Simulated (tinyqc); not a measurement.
## Thin-film transistor with exponential tail and deep states, accumulation layer: effect of the characteristic temperature of the tail

An undoped film in accumulation, thicker than the space-charge layer. With band bending psi the Fermi level lies E0 - psi below the band edge. Free electrons n = n0 exp(psi/Vt) carry the current; electrons in two exponential distributions of traps, a = a0 exp(psi/Va) and d = d0 exp(psi/Vp), do not. Linear regime, ohmic contacts, traps in equilibrium.

Va = kB Tt/q, Vp = kB Td/q; n0 = Nc exp(-E0/Vt), a0 = Nt th(T/Tt) exp(-E0/Va), d0 = Nd th(T/Td) exp(-E0/Vp), th(x) = pi x/sin(pi x). G(psi) = sum over the three kinds of c0 [V (exp(psi/V) - 1) - psi], field F = sqrt(2 q G/(eps0 eps_r)); Vg = psi + eps0 eps_r F/Ci at the surface. Total charge Q = Ci (Vg - psi_s); free charge Qf = q times the integral of n0 (exp(psi/Vt) - 1)/F over psi from 0 to psi_s; I = (W/L) mb Qf Vd; effective mobility mb Qf/Q.

Parameters, values chosen for the exercise; values close to those of amorphous silicon: temperature T = 250 K; relative permittivity of the semiconductor eps_r = 11.8; density of extended states Nc = 4.4e19 cm^-3; band mobility mb = 7.3 cm^2/(V s); total density of tail states Nt = 6.3e19 cm^-3; total density of deep states Nd = 5.4e17 cm^-3; characteristic temperature of the deep states Td = 1200 K; bulk Fermi level below the band edge E0 = 0.43 eV; gate capacitance Ci = 100 nF/cm^2; ratio W/L WL = 2; drain voltage Vd = 0.2 V; gate voltage above flat band Vg = 4 V.

Constants: q = 1.602176634e-19 C, kB = 1.380649e-23 J/K, Vt = kB T/q, eps0 = 8.8541878128e-14 F/cm where lengths are in cm. Results are converted to the units shown.

Effect of the characteristic temperature of the tail:
```
Tt (K)  E0 - psi_s (eV)  Q (nC/cm^2)  free share (%)  effective mobility (cm^2/(V s))  I (nA)
310             0.08148        365.1           4.273                           0.3119   45.56
350             0.08241        365.2           3.893                           0.2842   41.51
390             0.08645        365.6           3.091                           0.2257   33.01
430             0.09209        366.2           2.292                           0.1673   24.51
470             0.09875        366.9           1.629                           0.1189   17.45
510              0.1061        367.6           1.124                          0.08205   12.07
550              0.1141        368.4          0.7601                          0.05549   8.176
590              0.1223        369.2          0.5072                          0.03702   5.468
```

As Tt goes from 310 to 590 K, the free share falls from 4.27 to 0.507 %, the distance of the Fermi level from the edge rises from 0.0815 to 0.122 eV and the current falls from 45.6 to 5.47 nA. Q varies by only 1.1 %: the gate sets the charge, the traps decide how much of it moves. For Tt = 310 to 390 K the th form, which assumes a Fermi level far below the edge, overcounts the filled tail at the surface by more than 15 %.

tinyqc, about 0.02 s, one thread, Intel Xeon 2.30GHz (shared host): `OMP_NUM_THREADS=1 python tinyqc.py 2610002 2610003 out.jsonl`
